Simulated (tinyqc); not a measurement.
# Exponent and activation energy from three stresses

Question. Oxide breakdown follows t63 = a V^(-n) exp(Ea q/(kB T)). Find n, Ea and the E-model slope gamma = n/E (cm/MV) at the higher voltage, E = V/tox.

Parameters, values chosen for the exercise:
- tox = 4.5 nm (oxide thickness)

Constants: q = 1.602176634e-19 C, kB = 1.380649e-23 J/K. Results are converted to the units shown.

t63 at (4.71 V, 423 K), (6.5 V, 423 K) and (6.5 V, 448 K) (s): 77155.374  0.17770533  0.045495788

Solution. The two voltages give n and the two temperatures Ea.

n = 40.30
Ea = 0.8900 eV
gamma = 2.790 cm/MV

Computed by the program tinyqc: `OMP_NUM_THREADS=1 python tinyqc.py 2070156 2070157 out.jsonl`, one thread of a shared Intel Xeon 2.30GHz, about 0.01 s for the whole run.
